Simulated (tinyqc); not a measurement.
Berg model of reactive sputtering of a nitride or oxide: poisoning, hysteresis and pumping speed. Changing the target area A_t. Computed by tinyqc, a small Python program. Command: `OMP_NUM_THREADS=1 python tinyqc.py 3000621 3000622 out.jsonl berg sweep`. One thread of a shared host (Intel(R) Xeon(R) Processor @ 2.30GHz), about 0.03 s of CPU time with the checks.

A diatomic gas reacts with bare metal on the target and on the collecting surfaces; ions remove metal and compound from the target. theta_t and theta_c are the compound fractions.

Inputs (values chosen for the exercise, close to those used for titanium nitride):
```
quantity,value,unit
ion current density J,7.9,mA/cm^2
collecting area A_c,5300,cm^2
metal yield Y_m,0.51,-
compound yield Y_c,0.12,-
sticking coefficient alpha,0.24,-
reactive atoms per metal atom z,1,-
gas mass M,28,u
pumping speed S,44,l/s
gas temperature T,300,K
reactive partial pressure P,0.023,Pa
```

Constants: e = 1.602176634e-19 C; u = 1.6605390666e-27 kg; k_B = 1.380649e-23 J/K.

Method. Ion flux j = J/e; gas flux F = P/sqrt(2 pi M k_B T). Target: (2/z) alpha F (1 - theta_t) = j Y_c theta_t. Sputtered flows F_c = j Y_c theta_t A_t, F_m = j Y_m (1 - theta_t) A_t. Collector: (2/z) alpha F (1 - theta_c) A_c + F_c (1 - theta_c) = F_m theta_c. Gas use Q = alpha F [(1 - theta_t) A_t + (1 - theta_c) A_c] + P S/(k_B T); 1 sccm = 4.4780e17 molecules/s. Rate R = F_m + F_c, given relative to j Y_m A_t. P is a single-valued function of the flow Q only if dQ/dP > 0 everywhere: S must exceed k_B T times the steepest fall of the surface terms with P.

One run for each value:
```
target area A_t (cm^2),critical pumping speed (l/s),theta_c,total flow Q (sccm)
5.0,26.7,0.9999,0.596
9.9,45.7,0.9998,0.644
20.0,76.4,0.9995,0.745
39.0,119.0,0.9991,0.935
77.0,177.3,0.9982,1.313
300.0,325.7,0.9931,3.519
600.0,398.8,0.9863,6.452
```

Give the missing row, target area A_t (cm^2) = 150.0.

Computed row:
```
target area A_t (cm^2)  critical pumping speed (l/s)  theta_c  total flow Q (sccm)
150.0                                          247.0   0.9965                2.037
```

Interpolating between the two neighbouring rows (the first column on a logarithmic scale, the others too where they are positive) misses most in total flow Q (sccm), by 4.5 %. Over the rows, critical pumping speed (l/s) rises from 26.7 to 399 (exponent d ln y / d ln x 0.79 between the first rows and 0.29 between the last); theta_c falls from 0.9999 to 0.9863 (exponent d ln y / d ln x -1.7e-4 between the first rows and -0.0098 between the last); total flow Q (sccm) rises from 0.596 to 6.45 (exponent d ln y / d ln x 0.12 between the first rows and 0.87 between the last). A smaller eroded area lowers the critical pumping speed, one known way to remove the hysteresis.

Caution (rows 300, 600): here dQ/dP is negative, a branch that flow control cannot hold.
